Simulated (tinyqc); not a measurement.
Strain-driven roughening and islands of a mismatched epitaxial film: one step, computed by the program tinyqc.

Film and substrate share isotropic elastic constants; the film is coherent and biaxially strained.

Problem. Island nucleation. Shallow faceted island (Tersoff form): E = 4 Gam V^(2/3) tan^(1/3)(theta) - 6 c V tan(theta), Gam = gamma [x/sin(theta) - 1/tan(theta)], x the facet energy over gamma, c = stress^2 (1 - nu)/(2 pi G). The barrier is the maximum of E, at V_c = [4 Gam/(9 c)]^3 / tan^2(theta) (1 GPa nm = 1 J/m^2).

Inputs (values chosen for the exercise, for a model film):
```
quantity                                     value     unit
shear modulus G                               49.5      GPa
Poisson ratio nu                              0.23        -
surface energy gamma                             1    J/m^2
contact angle of the shallow shape theta_1      11  degrees
contact angle of the steep shape theta_2      25.7  degrees
facet energy of shape 1 over gamma           1.006        -
facet energy of shape 2 over gamma          0.9846        -
```

stress = 2.308886 GPa

Constants: e = 1.602176634e-19 C.

Give: c; Gam of shape 1; critical volume, shape 1; barrier, shape 1; Gam of shape 2; critical volume, shape 2; barrier, shape 2.

Solution.

c = 0.01320 GPa

Gam of shape 1 = 0.1277 J/m^2

critical volume, shape 1 = 2106 nm^3

barrier, shape 1 = 101.2 eV

Gam of shape 2 = 0.1926 J/m^2

critical volume, shape 2 = 1178 nm^3

barrier, shape 2 = 140.1 eV

The shallow shape has the lower barrier. Each barrier is a third of the surface term at V_c and scales as Gam^3/c^2, that is as f^(-4).
